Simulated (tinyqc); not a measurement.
Weak-field and exact binding: hydrogenic impurity: series, fields, screening, photoionisation and donor-acceptor pairs. Computed by tinyqc, a small Python program. Command: `OMP_NUM_THREADS=1 python tinyqc.py 3003717 3003718 out.jsonl hydrogenic walk`. One thread of a shared host (Intel(R) Xeon(R) Processor @ 2.30GHz), about 0.01 s of CPU time with the checks.

One isotropic, parabolic band. Effective units: Ry* and a*, in which H = -nabla^2 - 2/r.

Inputs (values chosen for the exercise, modelled on ZnSe): electron mass m = 0.154 m_0; dielectric constant eps = 8.98; magnetic field B = 7.3 T.

Parts treated: magnetic field and screening.

Constants: Ry = 13.605693123 eV; a_0 = 0.529177210903 angstrom; h x 1 THz = 4.135667696 meV; mu_B = 5.7883818060e-05 eV/T.

Method:
- Ry* = Ry m/eps^2, a* = a_0 eps/m; level n is bound by Ry*/n^2; <r> = (3/2) a* in 1s; lines 1s -> np at Ry* (1 - 1/n^2); 1 THz = 4.135667696 meV.
- gamma = hbar omega_c/(2 Ry*) = mu_B B/(m Ry*). For m_z = 0, H = -nabla^2 - 2/r + gamma^2 rho^2/4, and the band edge moves to gamma Ry*. Basis: exp(-al rho^2 - be z^2), al_k = 0.02 x 2.4^k + gamma/4 x c with k = 0..11, be_k = 0.02 x 2.4^k and c = 0, 0.5, 1 (36 functions). With A = al_i + al_j, B = be_i + be_j (not the field) and the common factor pi^(3/2) dropped: S = 1/(A sqrt(B)), kinetic S (4 al_i al_j/A + 2 be_i be_j/B), <rho^2> = S/A, <1/r> = (2/sqrt(pi)) atanh(u)/(A u), u = sqrt(1 - B/A), which is (2/sqrt(pi))/A when A = B; overlap eigenvalues below 1e-11 are dropped. Binding = (gamma - E) Ry*; the spin term shifts level and edge alike.
- Perturbation theory: E = -1 + gamma^2/2 - (53/96) gamma^4 Ry*.

gamma = 0.105602

Ry* = 25.9830 meV

Ground level (Ry*):
```
gamma   B (T)     basis  second order  fourth order  binding
0.011   0.760  -0.99993      -0.99994       -0.9999   1.0109
0.026   1.797  -0.99966      -0.99966       -0.9997   1.0257
0.053   3.664  -0.99859      -0.99860       -0.9986   1.0516
0.110   7.604  -0.99402      -0.99395       -0.9940   1.1040
0.210  14.517  -0.97886      -0.97795       -0.9790   1.1889
0.300  20.738  -0.95837      -0.95500       -0.9595   1.2584
0.420  29.034  -0.92266      -0.91180       -0.9290   1.3427
0.500  34.564  -0.89441      -0.87500       -0.9095   1.3944
0.700  48.389  -0.81144      -0.75500       -0.8876   1.5114
1.000  69.128  -0.66233      -0.50000       -1.0521   1.6623
```

What follows from these numbers?

Second order stays within 1 % of the basis value up to gamma = 0.30 of those listed and fourth order up to 0.42; beyond, the truncated (asymptotic) series fails, while the binding keeps growing slowly, to 1.66 Ry* at gamma = 1.0.
